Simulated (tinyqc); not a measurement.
## Vertical double-diffused power MOSFET, components of the on-resistance: On-resistance against the temperature

Stripe cells of pitch Wp + a, two channels a cell. Current flows through the channels, spreads in the accumulation layer, passes the gap between the p bodies and spreads at 45 degrees into the drift layer below them. Low drain voltage, full ionisation.

Triangular field at breakdown with Ec = Kc N^(1/8): BV = eps0 eps_r Ec^2/(2 q N), so N = (eps0 eps_r Kc^2/(2 q BV))^(4/3); W = 2 BV/Ec; mu = mud (T/300 K)^(-bt); rho = 1/(q mu N); ideal resistance rho W. Pitch p = Wp + a, Cox = 3.9 eps0/tox; zero-bias depletion in the gap w0 = sqrt(2 eps0 eps_r Vbi/(q N Nj)), open gap g = a - 2 w0; R_ch = Lc p/(2 mch Cox Vov); R_acc = 0.6 a p/(4 mac Cox Vov), 0.6 being an empirical factor for current leaving the layer along its length; R_gap = (rho/Nj) xp p/g; spreading depth t = min(W, (p - g)/2); R_drift = (rho p/2) ln((g + 2 t)/g) + rho (W - t); R_on = the sum with Rs.

Values chosen for this exercise; bulk values close to those of gallium nitride:
```
symbol  value                    unit                                             meaning
eps_r    9.36                                                       relative permittivity
Kc      26900  V/cm per (cm^-3)^(1/8)                             critical-field constant
BV        650                       V          rated breakdown voltage of the drift layer
mud       907              cm^2/(V s)                             drift mobility at 300 K
bt        2.3                                  temperature exponent of the drift mobility
tox        30                      nm                    gate oxide thickness (eps_r 3.9)
Vov        11                       V                                      gate overdrive
mch        25              cm^2/(V s)                                    channel mobility
mac       100              cm^2/(V s)                         accumulation-layer mobility
Lc        0.5                      um                                      channel length
Wp        6.1                      um  width of the p body in one cell, channels included
a         4.2                      um                   gap between neighbouring p bodies
xp          1                      um                                 depth of the p body
Nj          3                                     doping of the gap over the drift doping
Vbi      3.17                       V               built-in voltage of the body junction
Rs      0.077               mohm cm^2                    substrate and contact resistance
```

Constants: q = 1.602176634e-19 C, eps0 = 8.8541878128e-14 F/cm where lengths are in cm. Results are converted to the units shown.

The same in every row: R_ch (mohm cm^2) = 0.8135; R_acc (mohm cm^2) = 0.5125.

Result of one run:

| R_gap (mohm cm^2) | R_drift (mohm cm^2) | R_on (mohm cm^2) | ideal (mohm cm^2) | largest term |
|---|---|---|---|---|
| 0.02412 | 0.1599 | 1.587 | 0.1103 | channel |

Which temperature T gave this result: 250, 370, 450 or 490 K?

T = 370 K.

The whole series:

| T (K) | R_gap (mohm cm^2) | R_drift (mohm cm^2) | R_on (mohm cm^2) | ideal (mohm cm^2) | largest term |
|---|---|---|---|---|---|
| 250 | 0.009791 | 0.06490 | 1.478 | 0.04476 | channel |
| 290 | 0.01377 | 0.09130 | 1.508 | 0.06296 | channel |
| 330 | 0.01854 | 0.1229 | 1.544 | 0.08475 | channel |
| 370 | 0.02412 | 0.1599 | 1.587 | 0.1103 | channel |
| 410 | 0.03055 | 0.2025 | 1.636 | 0.1396 | channel |
| 450 | 0.03784 | 0.2508 | 1.692 | 0.1730 | channel |
| 490 | 0.04603 | 0.3051 | 1.754 | 0.2104 | channel |

R_on rises from 1.48 to 1.75 mohm cm^2. The channel term is the largest at T = 250 and in all other rows. R_on is 33.0 times the ideal drift resistance in the first row and 8.34 times in the last. Only the drift mobility depends on T in this model.

Computed by the program tinyqc: `OMP_NUM_THREADS=1 python tinyqc.py 2230112 2230113 out.jsonl`, one thread of a shared Intel Xeon 2.30GHz, about 0.01 s for the whole run.
